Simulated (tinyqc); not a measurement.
UKS/PBE0 in the sto-3g basis, for H4+, spin multiplicity 2, step by step. Computed by tinyqc, a small Python program that keeps every step (integrals from PySCF). Settings: charge = 1, multiplicity = 2, basis = sto-3g, energy threshold = 1e-10, iteration cap = 58, orthogonalisation = symmetric, start = highest core orbitals, DIIS depth = 0, damping = 0.2, method = UKS, functional = pbe0, grid = [30, 86]. Command: `OMP_NUM_THREADS=1 python tinyqc.py 25649 25650 out.jsonl` (the two numbers bound the seeds that draw the settings). One thread of a shared host (Intel(R) Xeon(R) Processor @ 2.60GHz), about 2 s of CPU time with the checks.

Geometry (angstrom):
```
atom         x         y         z
H     0.000000  0.000000  0.000000
H     0.000000  0.000000  1.515000
H     0.000000  1.932000  0.000000
H     0.000000  1.932000  1.515000
```

Stop when the energy changes by less than 1e-10 hartree and every element of the error matrix X^T (F D S - S D F) X (for each spin) is below 3e-06.

Course of the cycle:
```
iteration  E (hartree)     change  largest element of the error matrix
1          -0.84032427          -                             6.95e-16
2          -1.43147452  -5.91e-01                             3.86e-15
3          -1.58662877  -1.55e-01                             2.19e-15
4          -1.61911753  -3.25e-02                             2.87e-15
5          -1.62567341  -6.56e-03                             1.05e-15
6          -1.62698691  -1.31e-03                             1.54e-15
7          -1.62724970  -2.63e-04                             8.88e-16
8          -1.62730227  -5.26e-05                             4.79e-16
9          -1.62731278  -1.05e-05                             5.13e-16
10         -1.62731488  -2.10e-06                             5.48e-16
11         -1.62731530  -4.21e-07                             8.11e-16
12         -1.62731539  -8.41e-08                             5.48e-16
13         -1.62731540  -1.68e-08                             8.50e-16
14         -1.62731541  -3.36e-09                             6.18e-16
15         -1.62731541  -6.73e-10                             5.48e-16
16         -1.62731541  -1.35e-10                             1.49e-15
17         -1.62731541  -2.69e-11                             1.45e-15
```

Can the last value be used, and what does the course show?

Yes. Converged in 17 iterations. The coarse grid moves the energy by +1.97e-05 hartree. PySCF UKS in the same basis, fine grid, after a stability check = -1.62733512 hartree, which differs from a converged run on this coarse grid by the grid error.
